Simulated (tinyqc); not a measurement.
Harmonic transition-state theory with quantum, tunnelling and friction corrections: one step, computed by the program tinyqc. Command: `OMP_NUM_THREADS=1 python tinyqc.py 3021523 3021524 out.jsonl rates walk`. One thread of a shared host (Intel(R) Xeon(R) Processor @ 2.30GHz), about 0.01 s of CPU time with the checks.

One atom hops between equivalent sites; three modes at the minimum and two real modes at the saddle are treated as harmonic, the rest of the crystal as unchanged; melting is ignored, so hot rows may lie above the melting point.

Task: Friction. Kramers: spatial-diffusion factor kappa_s = sqrt(1 + y^2) - y with y = gamma/(2 omega_b); weak-friction (energy-diffusion) estimate kappa_e = Delta/2 with Delta = (16/3)(gamma/omega_b) E_b/(k_B T), the energy lost in one round trip of a well at the barrier energy of a symmetric quartic double well, over k_B T (half of the escaping atoms fall back); bridge 1/kappa = 1/kappa_s + 1/kappa_e. omega_b = 2 pi nu_b; rate with friction = kappa k_cl.

Inputs (values chosen for the exercise, modelled on an adatom on a metal):
```
quantity                                value  unit
barrier E_b                              0.43    eV
imaginary frequency at the saddle nu_b   3.14   THz
temperature T                             374     K
friction gamma/(2 pi)                    0.75   THz
```

Lattice of sites: two-dimensional. Correction studied: friction.

classical rate k_cl = 2448292 1/s

Constants: k_B = 8.617333262e-05 eV/K.

Give: y; kappa_s; kappa_e; transmission kappa; rate with friction.

Result:

y = 0.1194

kappa_s = 0.8877

kappa_e = 8.498

transmission kappa = 0.8037

rate with friction = 1.968e+06 1/s

Caution: the bridge is a rough interpolation, good to tens of per cent near the turnover.
